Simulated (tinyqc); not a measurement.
Off-state leakage of single and stacked transistors: one step of the calculation.

n-channel devices of unit width. Subthreshold current I(Vg, Vs, Vd) = I0 (T/300 K)^0.5 exp[(Vg - Vs - VT(T) - gb (Vs - Vb) + dd (Vd - Vs))/(nf Vt)] (1 - exp(-(Vd - Vs)/Vt)), VT(T) = VT - cT (T - 300 K). Gate-edge tunnelling Ig (Vd/1 V) exp(ag (Vd - 1 V)), for a gate at 0 V, and band-to-band leakage Ab u exp(-Bb/u), u = Vd - Vb + 1 V, flow at a drain held at V; both are taken as independent of T. In a stack of off transistors (all gates at 0 V) the same subthreshold current passes through each.

Problem. Leakage of one transistor. Vg = Vs = 0, Vd = V; effective threshold VT(T) - gb Vb - dd V.

Parameters, values chosen for the exercise; values of the order met in bulk silicon logic transistors:
- T = 300 K (temperature)
- V = 1.1 V (supply voltage)
- VT = 0.42 V (threshold at 300 K, zero drain and body bias)
- cT = 0.9 mV/K (fall of the threshold with temperature)
- I0 = 0.41 uA/um (current at threshold at 300 K)
- nf = 1.55 (slope factor)
- dd = 0.17 (drain-induced lowering per volt)
- gb = 0.24 (rise of the threshold per volt of source-body bias)
- Ig = 1e-5 uA/um (gate-edge tunnelling current at 1 V)
- ag = 5.7 1/V (exponential slope of the gate current)
- Ab = 100 uA/(um V) (prefactor of band-to-band leakage at the drain)
- Bb = 23 V (its exponential voltage)
- Vb = -0.6 V (body voltage)

Constants: q = 1.602176634e-19 C, kB = 1.380649e-23 J/K, Vt = kB T/q. Results are converted to the units shown.

Wanted: effective threshold; parts; total; shares.

Solution.

effective threshold = 0.37700 V
parts (nA/um): subthreshold 0.033633, gate edge 0.019451, band-to-band 53.928
total = 53.982 nA/um
shares (%): subthreshold 0.062305, gate edge 0.036033, band-to-band 99.902

The band-to-band part is the largest.

Computed by the program tinyqc: `OMP_NUM_THREADS=1 python tinyqc.py 2242242 2242243 out.jsonl`, one thread of a shared Intel Xeon 2.30GHz, about 0.03 s for the whole run.
